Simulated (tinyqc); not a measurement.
Two coupled magnetic layers: synthetic antiferromagnet, spin flop, exchange bias and magnetoresistance: one step, computed by the program tinyqc.

Moments lie in the plane at the angles p1, p2 from the field. Energy per area: E = J1 cos(p1 - p2) + J2 cos^2(p1 - p2) - B M_s (t1 cos p1 + t2 cos p2) + K (t1 sin^2 p1 + t2 sin^2 p2).

Question. Saturation field. The parallel state is stable while the Hessian at p1 = p2 = 0 is positive: with c = J1 + 2 J2 and u = B M_s + 2K, (u t1 - c)(u t2 - c) > c^2, so B_sat M_s = c (1/t1 + 1/t2) - 2K. B_K = 2K/M_s.

Inputs (values chosen for the exercise, for a model stack): saturation magnetisation M_s = 1370 kA/m; thickness t1 = 2.7 nm; thickness t2 = 2.4 nm; antiferromagnetic coupling J1 = 0.26 mJ/m^2; biquadratic coupling J2 = 0.018 mJ/m^2; in-plane anisotropy K = 3 kJ/m^3; field over the saturation field = 0.27.

Field direction: along the easy axis.

Give: exchange field c (1/t1 + 1/t2)/M_s; B_K; saturation field B_sat; applied field B.

Answer.

exchange field c (1/t1 + 1/t2)/M_s = 170.05 mT

B_K = 4.3796 mT

saturation field B_sat = 165.67 mT

applied field B = 44.730 mT
